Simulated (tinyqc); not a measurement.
Stacked nanosheet transistor, parasitic resistance, capacitance and delay: one step of the calculation.

Ns sheets share one contact on top; each has perimeter p = 2 (Ws + ts) and cross-section A = Ws ts; contact width Wc = Ws + 10 nm, stack height Hs = Ns pv. Sheet 1 is the top one. Contact length Lc = CPP - Lg - 2 Lsp, shared by two neighbouring gates. Source and drain sides are equal. The formulas are first-order estimates, not field solutions.

Task. Geometry and resistances. Epitaxy sheet resistance Rsh = re/te, transfer length LT = sqrt(rc/Rsh), contact Rc = [sqrt(rc Rsh)/Wc] coth(Lc/(2 LT)); extension of one sheet Rx = rx Lsp/A. Effective width N p; for equal currents and rv = 0 one side has Rc + Rx/N.

Values chosen for this exercise; values close to those of silicon logic devices: number of sheets Ns = 3; sheet width Ws = 30 nm; sheet thickness ts = 6 nm; contacted gate pitch CPP = 48 nm; gate length Lg = 16 nm; spacer length Lsp = 6 nm; contact resistivity rc = 1.7e-9 ohm cm^2; resistivity of the source-drain epitaxy re = 0.00051 ohm cm; current-carrying depth of the epitaxy te = 20 nm; resistivity of the extension rx = 0.00065 ohm cm.

Find: Lc; effective width; Rsh; LT; Rc; Rx; one side times effective width.

Result.

Lc = 20.00 nm
effective width = 216.0 nm
Rsh = 255.0 ohm
LT = 25.82 nm
Rc = 446.0 ohm
Rx = 216.7 ohm
one side times effective width = 111.9 ohm um

tinyqc, about 0.1 s, one thread, Intel Xeon 2.30GHz (shared host): `OMP_NUM_THREADS=1 python tinyqc.py 2170074 2170075 out.jsonl`
